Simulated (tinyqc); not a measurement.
# From one set of inputs to another, one input at a time

Model: current of a Schottky diode by thermionic-emission-diffusion theory, and its read-back from I-V-T and C-V data. Computed by tinyqc, a small Python program. Command: `OMP_NUM_THREADS=1 python tinyqc.py 3026059 3026060 out.jsonl schottky ladder`. One thread of a shared host (Intel(R) Xeon(R) Processor @ 2.30GHz), about 0.01 s of CPU time with the checks.

Full ionisation, no tunnelling, no recombination current. V is the voltage across the junction itself, forward positive.

The inputs printed are set A. Set A is modelled on n-type Ga2O3; the values taken over come from a set modelled on n-type 4H-SiC. Inputs not listed in the table keep their values of set A, so the rows need not describe a real material.

Inputs (values chosen for the exercise, modelled on n-type Ga2O3):
```
quantity                                     value           unit
Richardson constant A*                        33.3   A/(cm^2 K^2)
effective density of states at 300 K, N_c  3.8e+18         1/cm^3
permittivity eps                              10.2              -
mobility mu                                    140     cm^2/(V s)
barrier without image force phi_0             1.37             eV
doping N                                   7.9e+16         1/cm^3
series resistance R_s                           14  milliohm cm^2
junction voltage V                            0.58              V
temperature T                                  200              K
```

Barrier: uniform.

Constants: k_B = 8.617333262e-05 eV/K; e = 1.602176634e-19 C; eps_0 = 8.8541878128e-12 F/m.

Method:
- N_c(T) = N_c (T/300 K)^(3/2); V_bi = phi_0 - (k_B T/e) ln(N_c(T)/N); surface field F = sqrt(2 e N (V_bi - V - k_B T/e)/(eps eps_0)); image lowering d_phi = sqrt(e F/(4 pi eps eps_0)); effective barrier phi = phi_0 - d_phi.
- Collection velocity v_R = A* T^2/(e N_c(T)); diffusion velocity v_D = mu F; J = e N_c(T) v_R/(1 + v_R/v_D) exp(-phi/k_B T) [exp(e V/k_B T) - 1].
- Terminal voltage V + J R_s.
- Ideality n = (e/k_B T)/(d ln J/dV) by a central difference of +/- 1 mV; J_0 = J exp(-e V/(n k_B T)); apparent barrier phi_IV = k_B T ln(A* T^2/J_0); a C-V plot gives phi_CV = phi_0, the mean without lowering.

Each row keeps all changes above it:
```
input moved                                from       to  current density J (A/cm^2)  ideality factor n  image lowering (meV)
set A                                         -        -                  1.8381e-13             1.0179                44.728
temperature T (K)                           200      300                  6.9652e-07             1.0209                43.886
junction voltage V (V)                     0.58     0.34                  7.6409e-11             1.0159                47.405
permittivity eps                           10.2      9.7                  8.2355e-11             1.0164                49.226
mobility mu (cm^2/(V s))                    140      880                  9.6778e-11             1.0143                49.226
barrier without image force phi_0 (eV)     1.37     1.23                  2.0061e-08             1.0163                47.198
Richardson constant A* (A/(cm^2 K^2))      33.3      149                  7.9798e-08             1.0182                47.198
doping N (1/cm^3)                       7.9e+16  1.2e+17                  1.0108e-07             1.0193                52.582
```

Where does the difference come from?

Current density J goes from 1.84e-13 to 1.01e-7, a factor 550000 in all. The largest single move comes from temperature T (a factor 3.79e6), and junction voltage V works against it (a factor 1.10e-4). ideality factor n ends near its start, 1.02; the largest single move comes from junction voltage V (a factor 0.9951). Image lowering goes from 44.7 to 52.6, a factor 1.18 in all. The largest single move comes from doping N (a factor 1.11), and barrier without image force phi_0 works against it (a factor 0.959). The single moves hold for this order of the switches; the total does not depend on the order.

Caution (rows set A): leakage and recombination would swamp a current this small.

Extremes, crossings and ranges named in words are read from the listed rows.
